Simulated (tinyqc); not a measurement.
Inputs raised by 5 %, one at a time: single-band model of a thermoelectric material. Computed by tinyqc, a small Python program. Command: `OMP_NUM_THREADS=1 python tinyqc.py 3025786 3025787 out.jsonl thermo sens`. One thread of a shared host (Intel(R) Xeon(R) Processor @ 2.30GHz), about 0.04 s of CPU time with the checks.

One spherical band, one scattering law, no minority carriers and no phonon drag. In a real material minority carriers limit |S| to about E_g/(2 e T), so larger values are formal. eta = E_F/(k_B T) is counted from the band edge; f = 1/(1 + exp(x - eta)).

Inputs (values chosen for the exercise, for a model material):
```
quantity                                value        unit
density-of-states mass m                 0.99         m_0
non-parabolicity alpha                   0.77        1/eV
mobility parameter mu_300                 270  cm^2/(V s)
temperature exponent p                      2           -
lattice thermal conductivity kappa_L     0.43     W/(m K)
carrier density n                     2.9e+18      1/cm^3
temperature T                             520           K
```

Band: Kane. Scattering: acoustic phonons, r = -0.5.

Constants: m_0 = 9.1093837015e-31 kg; k_B = 1.380649e-23 J/K; hbar = 1.054571817e-34 J s; k_B = 8.617333262e-05 eV/K; e = 1.602176634e-19 C.

Method:
- With x = E/(k_B T), a = alpha k_B T (0 for a parabolic band), G = x (1 + a x), D = 1 + 2 a x and <y> = int y f (1 - f) dx, f = 1/(1 + exp(x - eta)): tau = tau_0 G^r/D; transport function s = G^(3/2 + r)/D^2; n = N_0 <G^(3/2)> with N_0 = (2 m k_B T)^(3/2)/(3 pi^2 hbar^3).
- Integrals over x = E/(k_B T) use 160 Gauss-Legendre points in u = sqrt(x) from 0 to sqrt(max(eta, 0) + 32).
- Solve for eta.
- sigma = e mu_0 N_0 <s> with mu_0 = e tau_0/m = mu_300 (T/300 K)^(-p); |S| = (k_B/e)(<x s>/<s> - eta); Lorenz number L = (k_B/e)^2 (<x^2 s>/<s> - (<x s>/<s>)^2); kappa_e = L sigma T; zT = S^2 sigma T/(kappa_L + kappa_e).
- Hall factor r_H = <G^(3/2)> <G^(3/2 + 2r)/D^4>/<s>^2; drift mobility sigma/(n e) with n = N_0 <G^(3/2)>; power factor S^2 sigma.
- Quality factor B = (k_B/e)^2 e mu_0 N_0 T/kappa_L; zT and the power factor are maximised over eta between -8 and 30.

Runs:
```
input moved                                        from         to  conductivity sigma (S/cm)       zT  density of the largest zT (1/cm^3)  Lorenz number L (1e-8 V^2/K^2)
base run                                              -          -                     22.953  0.48619                          2.7110e+19                          1.2871
density-of-states mass m (m_0)                     0.99     1.0395                     22.968  0.50093                          2.8278e+19                          1.2865
mobility parameter mu_300 (cm^2/(V s))              270      283.5                     24.101  0.50962                          2.6558e+19                          1.2871
lattice thermal conductivity kappa_L (W/(m K))     0.43     0.4515                     22.953  0.46380                          2.7665e+19                          1.2871
carrier density n (1/cm^3)                      2.9e+18  3.045e+18                     24.089  0.49944                          2.7110e+19                          1.2875
temperature T (K)                                   520        546                     20.545  0.47156                          2.9066e+19                          1.2795
non-parabolicity alpha (1/eV)                      0.77     0.8085                     22.636  0.47979                          2.7291e+19                          1.2801
temperature exponent p                                2        2.1                     21.724  0.46102                          2.7736e+19                          1.2871
```

Exponents ln(y'/y) / ln(x'/x):
```
input                                 conductivity sigma      zT  density of the largest zT  Lorenz number L
density-of-states mass m                           0.014   0.612                      0.865           -0.010
mobility parameter mu_300                          1.000   0.965                     -0.422            0.000
lattice thermal conductivity kappa_L               0.000  -0.966                      0.416            0.000
carrier density n                                  0.990   0.551                      0.000            0.007
temperature T                                     -2.271  -0.626                      1.428           -0.122
non-parabolicity alpha                            -0.285  -0.271                      0.136           -0.112
temperature exponent p                            -1.127  -1.089                      0.468            0.000
```

Among the inputs moved here: conductivity sigma answers most in size to temperature T (exponent -2.271), next to temperature exponent p (-1.127); its exponent is below 0.0005 for lattice thermal conductivity kappa_L. Its exponent +1.000 in mobility parameter mu_300: sigma is proportional to tau_0. Its exponent +0.990 in carrier density n: the mobility hardly depends on n here. zT answers most in size to temperature exponent p (exponent -1.089), next to lattice thermal conductivity kappa_L (-0.966). Its exponent -0.966 in lattice thermal conductivity kappa_L: the lattice carries nearly all the heat. Density of the largest zT answers most in size to temperature T (exponent +1.428), next to density-of-states mass m (+0.865); its exponent is below 0.0005 for carrier density n. Lorenz number L answers most in size to temperature T (exponent -0.122), next to non-parabolicity alpha (-0.112); its exponent is below 0.0005 for mobility parameter mu_300, lattice thermal conductivity kappa_L, temperature exponent p.

Caution (all rows): at so low a doping minority carriers, left out here, would cut S in a narrow-gap material.

Extremes, crossings and ranges named in words are read from the listed rows.
